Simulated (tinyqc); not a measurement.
Disorder broadening of a semi-elliptic band in the self-consistent Born approximation: effect of the disorder strength.

The local Green function is G = g0(z - Sigma) with z = E + i eta and g0(z) = (z - sqrt(z - 2t) sqrt(z + 2t))/(2 t^2), principal roots; the self-energy is Sigma = D G. The density of states is -Im G/pi.

Sigma is iterated to self-consistency (retarded branch, Im Sigma < 0); first Born means Sigma = D g0(z) put once into G = g0(z - Sigma); clean means Sigma = 0. Closed form: G = (z - sqrt(z^2 - 4 (t^2 + D)))/(2 (t^2 + D)) with the root that gives Im G < 0; for eta -> 0 a semi-ellipse of half-width 2 sqrt(t^2 + D).

Values chosen for this exercise:
- t = 1 eV (hopping)
- eta = 0.001 eV (bare broadening)
- E = 0.287 eV (energy from the band centre)

The same in every row: DOS, clean (1/eV) = 0.3149.

Results:

| D (eV^2) | Re Sigma (eV) | Im Sigma (eV) | DOS, self-consistent (1/eV) | DOS, first Born (1/eV) |
|---|---|---|---|---|
| 0.02 | 0.002812 | -0.01959 | 0.3118 | 0.3118 |
| 0.044 | 0.006045 | -0.04261 | 0.3083 | 0.3082 |
| 0.097 | 0.01268 | -0.09169 | 0.3009 | 0.3003 |
| 0.47 | 0.04586 | -0.3848 | 0.2606 | 0.2509 |
| 1 | 0.07172 | -0.7032 | 0.2238 | 0.1970 |
| 2.2 | 0.09863 | -1.226 | 0.1773 | 0.1240 |

Estimate the missing row, D = 0.21 eV^2.

Computed row:

| D (eV^2) | Re Sigma (eV) | Im Sigma (eV) | DOS, self-consistent (1/eV) | DOS, first Born (1/eV) |
|---|---|---|---|---|
| 0.21 | 0.02489 | -0.1892 | 0.2868 | 0.2842 |

With this row back in the table: |Im Sigma| rises from 0.0196 to 1.23 eV, as D^(0.99) between the first two rows and D^(0.70) between the last two (the golden rule gives power 1, broadening wider than the band power 1/2). First Born is within 0.01 % of the self-consistent density of states in the first row and 30 % below it in the last.

Range of the model: The self-consistent Born approximation misses band tails from rare fluctuations and localisation.

Program tinyqc, `OMP_NUM_THREADS=1 python tinyqc.py 2720044 2720045 out.jsonl`; Intel Xeon 2.30GHz, shared host, one thread, about 0.01 s.
